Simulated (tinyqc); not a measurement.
Gaps against temperature: band gaps under pressure and temperature from deformation potentials.

Murnaghan: V/V0 = (1 + Bp P/B0)^(-1/Bp), B0 = (C11 + 2 C12)/3. Each gap moves by a ln(V/V0) with its volume potential a, and falls with temperature by aV T^2/(T + bV) (Varshni); the two effects are added. No change of phase is considered.

Constants: hc = 1239.841984 eV nm.

Parameters, chosen for this exercise (near those of GaAs, the X and L potentials typical of such crystals; the results hold for these values, not for the real material): Eg = 1.499 eV (gap at Gamma to the s-like level at 0 K, 0 GPa); EgX = 1.985 eV (gap to X at 0 K, 0 GPa); EgL = 1.786 eV (gap to L at 0 K, 0 GPa); C11 = 122.4 GPa; C12 = 55.5 GPa; Bp = 4.93 (pressure derivative of the bulk modulus); aG = -8.21 eV (volume potential of the Gamma gap); aX = 1.07 eV (volume potential of the X gap); aL = -4.01 eV (volume potential of the L gap); aV = (0.54, 0.451, 0.575) meV/K (Varshni alpha of Gamma, X, L); bV = (188, 198, 219) K (Varshni beta of Gamma, X, L); P = 5.9 GPa (pressure).

At the pressure P; wavelength hc/E of the lowest gap.

Gaps (eV):
```
T (K)   Gamma       X       L  lowest  wavelength (nm)
0      2.0280  1.9161  2.0444       X            647.1
50     2.0223  1.9115  2.0390       X            648.6
100    2.0092  1.9009  2.0263       X            652.2
200    1.9723  1.8707  1.9895       X            662.8
300    1.9284  1.8346  1.9446       X            675.8
400    1.8810  1.7954  1.8957       X            690.6
500    1.8317  1.7545  1.8444       X            706.7
600    1.7813  1.7126  1.7916       X            724.0
```

What can be read from this table?

From 0 to 100 K the Gamma gap falls by 18.7 meV, from 500 to 600 K by 50.5 meV: quadratic below bV, linear with a slope tending to aV = 0.54 meV/K above. X stays lowest. A pressure of 0.94 GPa, with the slope -aG/B0 at zero pressure, would undo the fall of the Gamma gap from 0 to 300 K.

Computed by tinyqc, a small Python program: `OMP_NUM_THREADS=1 python tinyqc.py 1051408 1051409 out.jsonl` (the numbers bound the seed that draws the inputs); one thread of a shared host (Intel(R) Xeon(R) Processor @ 2.30GHz), about 0.01 s for the whole set of steps.
